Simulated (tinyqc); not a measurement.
# Changing the temperature T

Model: scattering of inversion-layer electrons by surface optical phonons of the gate insulator (remote phonon scattering). Computed by tinyqc, a small Python program. Command: `OMP_NUM_THREADS=1 python tinyqc.py 3111216 3111217 out.jsonl sophonon sweep`. One thread of a shared host (Intel(R) Xeon(R) Processor @ 2.30GHz), about 0.04 s of CPU time with the checks.

One subband with the Fang-Howard envelope; insulator and channel are half-spaces, the gate is far away, and an interlayer only moves the polar surface away by t (its own modes and its permittivity contrast are left out).

Inputs (values chosen for the exercise, modelled on AlN on silicon):
```
quantity                                   value        unit
static constant of the insulator eps_0s     8.95           -
intermediate constant eps_i                 7.22           -
optical constant eps_inf                    4.71           -
hbar omega_TO1                              80.6         meV
hbar omega_TO2                              88.3         meV
constant of the channel eps_s               11.7           -
in-plane mass m                             0.19         m_0
valleys g_v                                    2           -
sheet density n                          5.3e+11      1/cm^2
mean distance of the electrons z0 = 3/b      1.4          nm
interlayer thickness t                         0          nm
mobility from other processes                470  cm^2/(V s)
```

Screening by the channel electrons: static.

Constants: k_B = 8.617333262e-05 eV/K; hbar^2/(2 m_0) = 3.80998212 eV angstrom^2; e^2/(4 pi eps_0) = 14.39964548 eV angstrom; hbar = 6.582119569e-16 eV s; e = 1.602176634e-19 C; m_0 = 9.1093837015e-31 kg.

Method:
- eps(w) = eps_inf + (eps_0s - eps_i) w1^2/(w1^2 - w^2) + (eps_i - eps_inf) w2^2/(w2^2 - w^2). Surface modes solve eps(w) + eps_s = 0, a quadratic in w^2; the strength of a mode is g = 2/(w d eps/dw).
- Occupation N = 1/(exp(hbar w/(k_B T)) - 1).
- Density of states D = g_v m/(pi hbar^2); eta = E_F/(k_B T) = ln(exp(n/(D k_B T)) - 1); screening wave number q_s = e^2 D/(2 eps_0 eps_avg) x 1/(1 + exp(-eta)), eps_avg = (eps_s + eps_inf)/2; b = 3/z0.
- For a mode of strength g, without the occupation factor, Area x |M(q)|^2 = e^2 hbar w g/(2 eps_0 q) x (b/(b + q))^6 exp(-2 q t) / (1 + (q_s/q) H(q))^2, H = (1 + 9 x/8 + 3 x^2/8)/(1 + x)^3, x = q/b.
- Approximate momentum relaxation rate, taking tau v alike in the initial and final states: 1/tau = (m/(2 pi hbar^3)) sum over modes and over absorption (N, E' = E + hbar w) and emission (N + 1, E' = E - hbar w > 0) of [(1 - f(E'))/(1 - f(E))] int_0^(2 pi) Area |M(q)|^2 (1 - cos theta) d theta, q^2 = k^2 + k'^2 - 2 k k' cos theta, f the Fermi function; 48 midpoints in theta from 0 to pi.
- mu = (e/m) int tau E f (1 - f) dE/(k_B T int f dE), by 300 midpoints from 0 to (max(eta, 0) + 14) k_B T; Matthiessen sum with the other processes.

One run for each value:
```
temperature T (K)  remote-phonon mobility (cm^2/(V s))  total mobility (cm^2/(V s))      eta
120                                         2.6228e+07                       469.99  -0.9647
165                                         2.1916e+06                       469.90  -1.3292
210                                         5.1289e+05                       469.57  -1.5964
255                                         1.9145e+05                       468.85  -1.8073
300                                         9.3084e+04                       467.64  -1.9815
345                                         5.3106e+04                       465.88  -2.1298
390                                         3.4371e+04                       463.66  -2.2590
435                                         2.3393e+04                       460.74  -2.3735
480                                         1.7328e+04                       457.59  -2.4761
```

What does the table show?

Over the rows, remote-phonon mobility (cm^2/(V s)) falls from 2.62e7 to 17300 (exponent d ln y / d ln x -7.8 between the first rows and -3.0 between the last); total mobility (cm^2/(V s)) falls from 470 to 458 (exponent d ln y / d ln x -6.2e-4 between the first rows and -0.070 between the last); eta falls from -0.965 to -2.48 (exponent d ln y / d ln x 1.0 between the first rows and 0.43 between the last).

Caution (all rows): a relaxation time is only an approximation for inelastic scattering, and static or no screening brackets the true dynamic screening only roughly.
